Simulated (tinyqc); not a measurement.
Millisecond and nanosecond annealing: surface heating, thermal budget and solid-phase regrowth: one step, computed by the program tinyqc. Command: `OMP_NUM_THREADS=1 python tinyqc.py 3004342 3004343 out.jsonl flash walk`. One thread of a shared host (Intel(R) Xeon(R) Processor @ 2.30GHz), about 0.01 s of CPU time with the checks.

A square pulse heats the surface of a thick wafer with constant thermal properties; losses by radiation are neglected and silicon melts at 1414 C.

Problem. Temperature in depth and time. Absorbed flux q = (1 - R) fluence/t_p; kappa = k/c. With f(z, t) = (2 q/k) sqrt(kappa t) ierfc(z/(2 sqrt(kappa t))), ierfc(x) = exp(-x^2)/sqrt(pi) - x erfc(x): T = T0 + f(z, t) during the pulse and T0 + f(z, t) - f(z, t - t_p) after it.

Inputs (values chosen for the exercise, modelled on hot silicon with boron):

| quantity | value | unit |
|---|---|---|
| incident fluence | 49 | J/cm^2 |
| pulse length t_p | 0.013 | s |
| reflectance R | 0.37 | - |
| thermal conductivity k | 0.26 | W/(cm K) |
| heat capacity per volume c | 2.17 | J/(cm^3 K) |
| preheat temperature T0 | 700 | C |
| wafer thickness d | 775 | um |

Source: flash lamp.

thermal length sqrt(kappa t_p) = 394.6649 um

Give: Temperature (C).

Solution.

Temperature (C):

| t/t_p | surface | z = 0.5 thermal lengths | z = 1 | z = 2 |
|---|---|---|---|---|
| 0.10 | 829 | 721.3 | 701.4 | 700.0 |
| 0.25 | 903 | 772.0 | 718.1 | 700.4 |
| 0.50 | 988 | 842.6 | 760.1 | 706.1 |
| 0.75 | 1052 | 901.0 | 803.1 | 719.0 |
| 1.00 | 1107 | 951.7 | 843.9 | 736.2 |
| 1.10 | 998 | 949.0 | 858.1 | 743.9 |
| 1.50 | 911 | 895.9 | 858.4 | 770.7 |
| 2.00 | 868 | 861.2 | 841.3 | 783.9 |
| 4.00 | 809 | 807.0 | 801.4 | 781.7 |
| 10.00 | 766 | 765.6 | 764.3 | 759.4 |

One tenth of a pulse length after the end the surface has lost 109 C: cooling starts as sqrt(t - t_p), much faster than heating ends. Caution: heat reaches the back of the wafer, which is no longer thick.
